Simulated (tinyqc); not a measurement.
Six-band k.p model of the valence band of a wurtzite crystal: sweeps and comparisons. A value that a table varies takes the place of the one given here.

At k = 0: E1 = D1c + D2c + Te + Le (pure HH); E2, E3 = Le + u +/- sqrt(u^2 + 2 D3c^2), u = (D1c - D2c + Te)/2, D1c = Dcr, D2c = D3c = Dso/3. The weight of LH in state 2 is fL = (E2 - Le)^2/((E2 - Le)^2 + 2 D3c^2). Relative strengths of transitions to the conduction band: for E perpendicular to c (TE) 1/2, fL/2, (1 - fL)/2; for E along c (TM) 0, 1 - fL, fL, with one momentum element for both directions.

Strain of a c-plane layer: exx = eyy = e_par, ezz = -2 (C13/C33) e_par; Le = D1 ezz + D2 (exx + eyy), Te = D3 ezz + D4 (exx + eyy).

Conduction edge: Ec = (top of the unstrained valence band) + Eg + (a1 + D1) ezz + (a2 + D2)(exx + eyy).
Constants: kB = 8.617333262e-05 eV/K.

Parameters, chosen for this exercise (of the order of those of hexagonal CdS; shifted at random, so the results belong to these values and not to a real crystal): Dcr = 0.0297 eV (crystal-field splitting); Dso = 0.067 eV (spin-orbit splitting); Eg = 2.589 eV (direct gap at Gamma from the top of the unstrained valence band); a1 = -2.82 eV (gap potential along c); a2 = -4.39 eV (gap potential in the plane); D1 = -1.02 eV; D2 = 1.04 eV; D3 = 1.31 eV; D4 = -2.87 eV; C13 = 50 GPa; C33 = 94 GPa; T = 100 K (temperature); e_par = -0.0091 (exx = eyy of a c-plane layer).

## Strain and the order of the valence edges

Edges from the unstrained top. Degree of polarisation (TE - TM)/(TE + TM), each state weighted by exp(E/kT) alone (equal densities of states).

Results:

| e_par (%) | E1 (meV) | E2 (meV) | E3 (meV) | fL | lowest transition (eV) | polarisation |
|---|---|---|---|---|---|---|
| -1.20 | 47.6 | 12.7 | -99.7 | 0.914 | 2.5728 | 0.994 |
| -0.90 | 35.7 | 3.0 | -92.5 | 0.875 | 2.5768 | 0.989 |
| -0.60 | 23.8 | -5.6 | -86.3 | 0.811 | 2.5809 | 0.976 |
| -0.30 | 11.9 | -12.4 | -81.9 | 0.707 | 2.5849 | 0.935 |
| 0.00 | 0.0 | -16.6 | -80.1 | 0.558 | 2.5890 | 0.786 |
| 0.30 | -11.9 | -17.2 | -81.9 | 0.392 | 2.5931 | 0.296 |
| 0.60 | -23.8 | -14.5 | -87.0 | 0.255 | 2.5879 | -0.428 |
| 0.90 | -35.7 | -9.5 | -94.5 | 0.166 | 2.5749 | -0.773 |
| 1.20 | -47.6 | -2.9 | -103.4 | 0.111 | 2.5605 | -0.877 |

How do the results move?

E1 = E2 requires Dcr + Te = 0, which here falls at e_par = 0.42 %, inside the sweep: state 1 is on top for smaller e_par and state 2 beyond. The polarisation goes from +0.99 to -0.88 and changes sign between 0.30 and 0.60 %; the lowest transition moves by -5 meV per 1 % on average, not monotonically: it peaks at e_par = 0.30 % among these rows. The deformation potentials of this set are rough, and the small net slope can differ from measurement even in sign.

## Crystal field against spin-orbit coupling

No strain; Dcr is varied.

Results:

| Dcr (meV) | Dcr/Dso | E1 (meV) | E2 (meV) | E3 (meV) | E1 - E2 (meV) | E1 - E3 (meV) | fL |
|---|---|---|---|---|---|---|---|
| -178.7 | -2.67 | -156.4 | 4.8 | -205.9 | -161.2 | 49.5 | 0.023 |
| -89.3 | -1.33 | -67.0 | 8.3 | -119.9 | -75.3 | 53.0 | 0.065 |
| -44.7 | -0.67 | -22.4 | 12.5 | -79.6 | -34.9 | 57.2 | 0.136 |
| -22.3 | -0.33 | 0.0 | 16.4 | -61.0 | -16.3 | 61.0 | 0.211 |
| 0.0 | 0.00 | 22.3 | 22.3 | -44.7 | 0.0 | 67.0 | 0.333 |
| 22.3 | 0.33 | 44.6 | 31.6 | -31.6 | 13.1 | 76.2 | 0.500 |
| 44.7 | 0.67 | 67.0 | 44.7 | -22.3 | 22.3 | 89.4 | 0.667 |
| 89.3 | 1.33 | 111.6 | 79.5 | -12.5 | 32.1 | 124.2 | 0.864 |
| 178.7 | 2.67 | 201.0 | 162.5 | -6.1 | 38.5 | 207.2 | 0.964 |

What does this show?

At Dcr = 0 the cubic pattern returns: E1 = E2, E3 lies Dso = 67.0 meV lower and fL = 0.333 (1/3). For large positive Dcr, E1 - E2 tends to 2 Dso/3 = 44.7 meV (last row 38.5) and state 2 turns LH-like; for negative Dcr state 2 rises to the top and turns CH-like (98 % in the first row). In every row the two splittings add up to Dcr + Dso and multiply to (2/3) Dcr Dso.

## What each parameter does

Splittings at k = 0 under the strain, fL and the lowest transition. Each row changes one parameter from the base and keeps the others.

Results:

| case | E1 - E2 (meV) | E1 - E3 (meV) | fL | lowest transition (eV) |
|---|---|---|---|---|
| base | 32.81 | 128.81 | 0.8765 | 2.5767 |
| a1 = -2.256 eV | 32.81 | 128.81 | 0.8765 | 2.5821 |
| e_par = -0.00728 | 31.00 | 117.64 | 0.8422 | 2.5791 |
| C33 = 75.2 GPa | 33.19 | 131.60 | 0.8834 | 2.5667 |
| D3 = 1.572 eV | 33.12 | 131.04 | 0.8820 | 2.5741 |
| a2 = -3.512 eV | 32.81 | 128.81 | 0.8765 | 2.5607 |
| D4 = -3.444 eV | 33.99 | 138.08 | 0.8974 | 2.5662 |
| D1 = -1.224 eV | 32.81 | 128.81 | 0.8765 | 2.5767 |
| C13 = 40 GPa | 32.49 | 126.59 | 0.8706 | 2.5847 |

What can be read from the table?

The largest shifts from the base row, up to three for each result and ties (the steps differ in size, so this ranks the rows, not the parameters). E1 - E2 (meV): e_par -1.81, D4 +1.18, C33 +0.38; unchanged at the printed digits by a1, a2 and D1. E1 - E3 (meV): e_par -11.17, D4 +9.27, C33 +2.79; unchanged at the printed digits by a1, a2 and D1. fL: e_par -0.0343, D4 +0.0209, C33 +0.0069; unchanged at the printed digits by a1, a2 and D1. lowest transition (eV): a2 -0.0160, D4 -0.0104, C33 -0.0100; unchanged at the printed digits by D1. D1 and D2 shift all valence edges and the conduction edge alike, so they drop out of splittings and transitions.

Run: tinyqc, `OMP_NUM_THREADS=1 python tinyqc.py 1081148 1081149 out.jsonl`; Intel(R) Xeon(R) Processor @ 2.30GHz, one thread, shared host; about 0.01 s of CPU time with all checks.
